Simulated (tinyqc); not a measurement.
Minority carriers and saturation current of a heavily doped emitter: one step of the calculation.

n-type, parabolic bands, full ionisation. eta = (EF - Ec)/kB T solves N = Nc F12(eta), F12(x) = (2/sqrt(pi)) int_0^infinity sqrt(u)/(1 + exp(u - x)) du. The gap shrinks rigidly by dEg = E1 [ln(N/N0) + sqrt(ln^2(N/N0) + 0.5)], an empirical law that is here taken as the true narrowing.

Question. Effective intrinsic density. ni = sqrt(Nc Nv) exp(-Eg/(2 Vt)), Eg in volts; degeneracy factor g = F12(eta) exp(-eta); nie^2 = ni^2 exp(dEg/kB T) g, p0 = nie^2/N; apparent narrowing dEg + kB T ln g.

Inputs (values chosen for the exercise); band and dielectric values those of a made-up semiconductor:

| symbol | value | unit | meaning |
|---|---|---|---|
| T | 350 | K | temperature |
| Eg | 1.38 | eV | band gap |
| Nc | 2.67e19 | cm^-3 | conduction-band density of states at 350 K |
| Nv | 3.55e19 | cm^-3 | valence-band density of states at 350 K |
| N | 7.5e19 | cm^-3 | ionised donor density |
| E1 | 6.7 | meV | energy of the narrowing law |
| N0 | 1.7e17 | cm^-3 | density of the narrowing law |

Constants: q = 1.602176634e-19 C, kB = 1.380649e-23 J/K, Vt = kB T/q. Results are converted to the units shown.

converged eta = 1.9899243

Find: ni; dEg; g; apparent narrowing; nie; p0.

Answer.

ni = 3.571e9 cm^-3
dEg = 81.87 meV
g = 0.3840
apparent narrowing = 53.01 meV
nie = 8.599e9 cm^-3
p0 = 0.9858 cm^-3

Narrowing multiplies p0 by 15.1 and degeneracy by 0.384.

Range of the model: Band tails, non-parabolic bands and incomplete ionisation are left out.

Numbers from tinyqc (`OMP_NUM_THREADS=1 python tinyqc.py 2330074 2330075 out.jsonl`; about 0.01 s on one thread of a shared Intel Xeon 2.30GHz).
